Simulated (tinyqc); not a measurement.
Minority-electron transport through the base of a bipolar transistor (Moll-Ross and Kroemer integrals). Changing the base doping at the emitter edge N_0. Computed by tinyqc, a small Python program. Command: `OMP_NUM_THREADS=1 python tinyqc.py 3006799 3006800 out.jsonl base sweep`. One thread of a shared host (Intel(R) Xeon(R) Processor @ 2.30GHz), about 0.01 s of CPU time with the checks.

Low injection, one dimension, x from the emitter edge (0) to the collector edge (W), s = x/W. Recombination is treated as a small correction (valid for tau_B well below tau_n), computed from the stored charge.

Inputs (values chosen for the exercise, modelled on SiGe): intrinsic density n_i at the emitter edge = 8.6e+10 1/cm^3; base width W = 120 nm; mu_min = 110 cm^2/(V s); mu_max = 1110 cm^2/(V s); N_ref = 1.7e+17 1/cm^3; saturation velocity v_s = 0.8 1e7 cm/s; electron lifetime tau_n = 15 ns; emitter Gummel number G_E = 1.8e+14 s/cm^4; base-emitter voltage V_BE = 0.6 V; temperature T = 300 K; gap narrowing across the base dE_g = 140 meV.

Base doping profile: uniform. Gap grading: linear. Exit of the base: infinite sink.

Constants: k_B = 8.617333262e-05 eV/K; e = 1.602176634e-19 C.

Method:
- N(x) = N_0; n_i(x)^2 = n_i^2 exp(s dE_g/k_B T); D(x) = (k_B T/e) mu, mu = mu_min + (mu_max - mu_min)/(1 + (N/N_ref)^0.7).
- With y(x) = N n_i^2/(D n_i(x)^2): base Gummel number G_B = int_0^W y dx; J_C = e n_i^2 exp(e V_BE/k_B T)/G_B; n(x) = (J_C/e)(n_i(x)^2/(N n_i^2)) [int_x^W y dx]; transit time tau_B = (e/J_C) int n dx; trapezoid rule on 401 even points.
- Emitter-limited gain beta_E = G_E/G_B; recombination-limited gain beta_R = tau_n/tau_B; 1/beta = 1/beta_E + 1/beta_R; f_T from the base alone = 1/(2 pi tau_B).

One run for each value; columns: (1) base doping at the emitter edge N_0 (1/cm^3); (2) current gain beta; (3) collector current density J_C (A/cm^2); (4) base transit time tau_B (ps); (5) beta_E; (6) beta_R:
```
(1)             (2)        (3)    (4)        (5)    (6)
2.00e+17  3.857e+03  4.850e+02  1.443  6.134e+03  10392
9.50e+17  6.728e+02  5.981e+01  2.464  7.564e+02   6087
2.10e+18  2.442e+02  2.040e+01  3.269  2.580e+02   4589
4.50e+18  9.212e+01  7.475e+00  4.162  9.454e+01   3604
9.70e+18  3.560e+01  2.849e+00  5.067  3.603e+01   2960
2.10e+19  1.430e+01  1.137e+00  5.863  1.438e+01   2559
4.60e+19  5.921e+00  4.693e-01  6.485  5.936e+00   2313
1.00e+20  2.557e+00  2.024e-01  6.916  2.560e+00   2169
```

Give the missing row, base doping at the emitter edge N_0 (1/cm^3) = 4.30e+17.

Computed row; columns: (1) base doping at the emitter edge N_0 (1/cm^3); (2) current gain beta; (3) collector current density J_C (A/cm^2); (4) base transit time tau_B (ps); (5) beta_E; (6) beta_R:
```
(1)             (2)        (3)    (4)        (5)   (6)
4.30e+17  1.744e+03  1.757e+02  1.853  2.223e+03  8096
```

Interpolating between the two neighbouring rows (the first column on a logarithmic scale, the others too where they are positive) misses most in current gain beta, by 6.2 %. Over the rows, current gain beta falls from 3860 to 2.56 (exponent d ln y / d ln x between -1.3 and -1.0); collector current density J_C (A/cm^2) falls from 485 to 0.202 (exponent d ln y / d ln x -1.3 between the first rows and -1.1 between the last); base transit time tau_B (ps) rises from 1.44 to 6.92 (exponent d ln y / d ln x 0.33 between the first rows and 0.083 between the last). Gap narrowing by heavy doping and the fall of the lifetime with N are left out; both matter at the high end.

Caution (rows 2.00e17): the mean velocity exceeds v_s, so drift-diffusion with a low-field mobility overstates the speed.
